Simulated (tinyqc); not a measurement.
Inside a calculation: dielectric confinement in a thin film (image charges). Values are carried at full precision from step to step, so a last printed digit may differ when a step is redone from the rounded ones.

A film |z| < t/2 of dielectric constant eps between half-spaces of dielectric constant e2; lam = (eps - e2)/(eps + e2), q = e^2/(4 pi eps0). The self-energy of a band edge is taken with the high-frequency value, e2 = eh, and the field of a fixed ion with the static one, e2 = eo. A charge at z has images lam^|n| at n t + (-1)^n z. Its self-energy is S(z) = (q/2 eps) sum over n >= 1 of lam^n [1/(n t - 2z) + 1/(n t + 2z)] for odd n and 2 lam^n/(n t) for even n; at the centre S(0) = -(q/(eps t)) ln(1 - lam).

Constants: e^2/(4 pi eps0) = 14.39964547 eV angstrom; hbar^2/2m0 = 3.80998211 eV angstrom^2; Ry = 13.60569312 eV.

Parameters, chosen for this exercise (near those of a Si (100) film, two-fold valleys, between layers of Si3N4; the results hold for these values, not for the real material):
- t = 86 angstrom (film thickness)
- eps = 12 (dielectric constant of the film)
- eh = 4.1 (high-frequency dielectric constant outside)
- mz = 0.886 m0 (mass across the film)
- eo = 7.2 (static dielectric constant outside)
- m = 0.197 m0 (mass in the plane)

## Images for a charge at the centre

Give lam, the first five terms (q/eps) lam^n/(n t), their sum and the closed form.

lam = 0.4907

terms (meV): [6.85, 1.68, 0.55, 0.20, 0.08]

sum of five = 9.36 meV
S(0) = 9.41 meV

The surroundings screen less than the film, so the images repel and each band edge moves outwards: the gap changes by about 2 S = +19 meV. The static value 7.2 would give S(0) = +4.0 meV.

## Self-energy across the film

S at 2z/t = 0, 0.2, 0.4, 0.6, 0.8 and 0.9, summed to n = 399.

Self-energy:
```
2z/t  z (angstrom)  S (meV)
0.0            0.0     9.41
0.2            8.6     9.70
0.4           17.2    10.73
0.6           25.8    13.29
0.8           34.4    21.63
0.9           38.7    38.66
```

Towards the wall S diverges as (q lam/4 eps)/(distance), an artefact of the abrupt interface that the vanishing envelope makes harmless.

## Shift of the subband edge

First order: <S> over the envelope (2/t) cos^2(pi z/t), beside the confinement energy c (pi/t)^2/mz, c = hbar^2/2m0.

<S> = 10.92 meV
confinement energy = 5.74 meV

|<S>| is 1.90 times the confinement energy; the first goes as 1/t and the second as 1/t^2, so they are equal at t = 45 angstrom.

## Binding of a donor

Donor at the centre, lam from the static eo, trial function cos(pi z/t) exp(-rho/l): E(l) = c/(m l^2) - (q/eps) times the integral over k of F(k t) (1 + (k l/2)^2)^(-3/2), with F(x) = F0 + 2 lam exp(-x) G/(1 - lam exp(-x)), F0 = 2[(1 - exp(-x/2))/x + x (1 + exp(-x/2))/(x^2 + 4 pi^2)], G = 2 sinh(x/2)[1/x - x/(x^2 + 4 pi^2)]; c = hbar^2/2m0. The binding energy is -E at the minimum, counted from the subband edge with its self-energy.

Minimise over l with and without images (lam = 0); Ry* = Ry m/eps^2.

Donor:
```
case         l (angstrom)  binding (meV)  in Ry*
no images            35.0           29.2    1.57
with images          34.3           36.7    1.97
```

Ry* = 18.61 meV

The images change the binding by +7.6 meV, against -2 (q/(eps t)) ln(1 - lam) = +8.0 meV for an orbit much smaller than t. At 300 K the binding is 1.4 kB T. The next even subband, the first that a centred donor mixes in, lies within about the binding energy, so one cosine is a poor basis and the binding is understated. The film is 2.7 times a* = a0 eps/m thick, where this separable function underbinds.

## Checks

- S(0) from the series against the closed form, meV: both 9.41.
- F(2.3) for lam = 0.4907 from a direct sum over images against the closed form: both 0.8423.

tinyqc: `OMP_NUM_THREADS=1 python tinyqc.py 1250243 1250244 out.jsonl`; about 0.04 s, one thread, shared Intel(R) Xeon(R) Processor @ 2.30GHz.
